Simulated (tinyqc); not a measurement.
Comparisons within one model: conductance of a narrow metal strip with scatterers (square lattice, Green functions). A value that a table varies takes the place of the one given here.

A strip of W sites across with hard walls, site energy 0 and hopping -t. Mode n = 1 to W has profile chi_n(j) = sqrt(2/(W + 1)) sin(n j pi/(W + 1)) and energy en = -2t cos(n pi/(W + 1)); E = en - 2t cos(kn a). With z_n = exp(i kn a) (Im k > 0 for closed modes, |z| < 1) each lead gives the self-energy -t z_n in mode n. One column carries the site energies v, here one foreign atom. In the mode basis V_nm = sum_j chi_n(j) v_j chi_m(j), G = (E - en + 2 t z_n - V)^-1, and t_nm = 2t sqrt(sin(kn a) sin(km a)) G_nm in size for open modes. T = sum |t_nm|^2, conductance (2e^2/h) T.

Constants: e^2/h = 3.874045865e-05 S.

Values chosen for the exercise (hopping and spacing of the size met in Cu or Al; the lattice is a model; shifted at random, so the results belong to these values and not to a real crystal):

| symbol | value | unit | meaning |
|---|---|---|---|
| t | 1.33 | eV | hopping |
| W | 3 |  | sites across |
| v | (0, 3.6, 0) | eV | site energies in the scattering column |
| a | 2.52 | angstrom | spacing |
| E | 1.25 | eV | Fermi energy |

## Conductance steps with and without the scatterer

E is varied across the lower half of the band.

Against energy:

| E/t | E (eV) | open modes | T | reflected |
|---|---|---|---|---|
| -3.30 | -4.389 | 1 | 0.2959 | 0.7041 |
| -2.95 | -3.924 | 1 | 0.6198 | 0.3802 |
| -2.65 | -3.525 | 1 | 0.7207 | 0.2793 |
| -2.30 | -3.059 | 1 | 0.7827 | 0.2173 |
| -1.95 | -2.594 | 2 | 1.8202 | 0.1798 |
| -1.65 | -2.195 | 2 | 1.8437 | 0.1563 |
| -1.30 | -1.729 | 2 | 1.8679 | 0.1321 |
| -0.95 | -1.264 | 2 | 1.8988 | 0.1012 |
| -0.65 | -0.865 | 2 | 1.9613 | 0.0387 |
| -0.30 | -0.399 | 3 | 2.1808 | 0.8192 |
| 0.05 | 0.067 | 3 | 2.2136 | 0.7864 |

The clean strip goes from 1 to 3 open modes. The reflected flux ranges from 0.039 (E/t = -0.65) to 0.819 (E/t = -0.3). A scatterer on one site acts on one combination of modes only, so it can reflect at most one unit.

## The same scatterer in wider strips

Width (W + 1) a; the strength is the entry of v largest in size. The foreign atom sits at site W/2 + 1, rounded down. Added resistance (1/T - 1/M)/(2 e^2/h), M the number of open modes.

Against width:

| W | width (angstrom) | M | T | T/M | added resistance (ohm) |
|---|---|---|---|---|---|
| 3 | 10.1 | 2 | 1.0164 | 0.5082 | 6244.6 |
| 4 | 12.6 | 3 | 2.1277 | 0.7092 | 1763.6 |
| 5 | 15.1 | 4 | 3.1933 | 0.7983 | 815.1 |
| 6 | 17.6 | 4 | 3.1507 | 0.7877 | 869.7 |
| 8 | 22.7 | 6 | 5.1165 | 0.8527 | 371.4 |
| 10 | 27.7 | 7 | 6.0964 | 0.8709 | 273.3 |
| 14 | 37.8 | 10 | 9.1227 | 0.9123 | 124.1 |
| 20 | 52.9 | 14 | 13.1207 | 0.9372 | 61.8 |

The added resistance is 6245 ohm at W = 3 and 61.8 at W = 20; from W = 10 to 20 it changes by a factor 0.23, where 1/M gives 0.50 and 1/M^2 gives 0.25. A point scatterer removes at most one unit of M (here 0.81 to 0.98), so its resistance is at most 1/(M (M - 1)) in units of h/2e^2, without bound for M = 1, with jumps where modes open or where the site sits near a node of the open modes; the largest value is at W = 3 (6245 ohm).

## What each change does

Open modes M, T and the added resistance (1/T - 1/M)/(2 e^2/h). Each row changes one parameter from the base and keeps the others.

Results:

| case | M | T | added resistance (ohm) |
|---|---|---|---|
| base | 2 | 1.0164 | 6245 |
| t = 1.383 eV | 2 | 1.0263 | 6122 |
| E = 1.36 eV | 2 | 1.0016 | 6432 |
| v = (0, 4.68, 0) eV | 2 | 1.1750 | 4531 |

The largest shifts from the base row, up to three for each result and ties (the steps differ in size, so this ranks the rows, not the parameters). M: unchanged at the printed digits by t, E and v. T: v +0.1585, E -0.0148, t +0.0099. added resistance (ohm): v -1713, E +188, t -122.

Program tinyqc; command `OMP_NUM_THREADS=1 python tinyqc.py 1450272 1450273 out.jsonl`; about 0.01 s on one thread of a shared Intel(R) Xeon(R) Processor @ 2.30GHz.
